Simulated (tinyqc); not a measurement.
Ballistic Schottky-barrier transistor with a two-dimensional channel, WKB contacts: one step of the calculation.

Source Fermi level 0, drain Fermi level -Vd. Far from the contacts Ec = pn - psi, and the gate moves psi one to one; the band edges relax as exp(-x/lam) from pn at the source and pn - Vd at the drain; Ev = Ec - Eg. A carrier of energy w inside the channel band meets at a contact a barrier of height D (the contact edge beyond the channel edge): T = 1 for w >= D, else exp(-S), S = 4 lam sqrt(m/C) [sqrt(D - w) - sqrt(w) arctan sqrt((D - w)/w)], C = hbar^2/(2 m0). The two contacts combine as Ts Td/(Ts + Td - Ts Td).

Task. Current of the electrons on a coarse grid. I/W = g (2 q^2/h) int T(w) [N(Es + w) - N(Ed + w)] dw with w the energy of motion along the channel, N(y) = (1/2 pi) sqrt(pi m kB T/C) Fm(-y/kB T), Fm(x) = (1/sqrt(pi)) int_0^infinity u^(-1/2)/(1 + exp(u - x)) du. Electrons: Ds = psi, Dd = psi - Vd, Es = Ec, Ed = Ec + Vd. Holes: Ds = -psi, Dd = Vd - psi, Es = -Ev, Ed = -Ev - Vd. The size of each current is taken; both flow from drain to source and add. Simpson's rule on nE equally spaced w from 0 to wm.

Parameters, values chosen for the exercise; channel values close to those of a molybdenum disulphide layer:
```
symbol  value  unit                                    meaning
T         300     K                                temperature
pn       0.29    eV     barrier for electrons at both contacts
mn        0.5    m0                              electron mass
g           2                              valleys or subbands
lam       1.3    nm           screening length at the contacts
Vd        0.5     V                                 drain bias
ps       0.16     V  band shift psi of the channel by the gate
wm       0.34    eV                      upper end of the grid
nE         13                               points of the grid
```

Constants: q = 1.602176634e-19 C, kB = 1.380649e-23 J/K, hbar = 1.054571817e-34 J s, h = 6.62607015e-34 J s, m0 = 9.1093837015e-31 kg, Vt = kB T/q, hbar^2/(2 m0) = 0.0380998212 eV nm^2. Results are converted to the units shown.

Give: w; Ts; Td; T; size of the supply difference; current.

Result.

```
point,w (eV),Ts,Td,T,size of the supply difference (1/um)
0,0.0000,5.340e-4,1.000,5.340e-4,1.071
1,0.0283,0.03948,1.000,0.03948,0.3590
2,0.0567,0.1541,1.000,0.1541,0.1201
3,0.0850,0.3616,1.000,0.3616,0.04016
4,0.1133,0.6367,1.000,0.6367,0.01342
5,0.1417,0.9028,1.000,0.9028,0.004486
6,0.1700,1.000,1.000,1.000,0.001499
7,0.1983,1.000,1.000,1.000,5.011e-4
8,0.2267,1.000,1.000,1.000,1.675e-4
9,0.2550,1.000,1.000,1.000,5.597e-5
10,0.2833,1.000,1.000,1.000,1.871e-5
11,0.3117,1.000,1.000,1.000,6.252e-6
12,0.3400,1.000,1.000,1.000,2.089e-6
```

current = 0.2800 uA/um

Range of the model: No scattering, image-force lowering, channel charge or band-to-band tunnelling; parabolic kappa overstates S deep in the gap.

Computed by the program tinyqc: `OMP_NUM_THREADS=1 python tinyqc.py 2390066 2390067 out.jsonl`, one thread of a shared Intel Xeon 2.30GHz, about 0.2 s for the whole run.
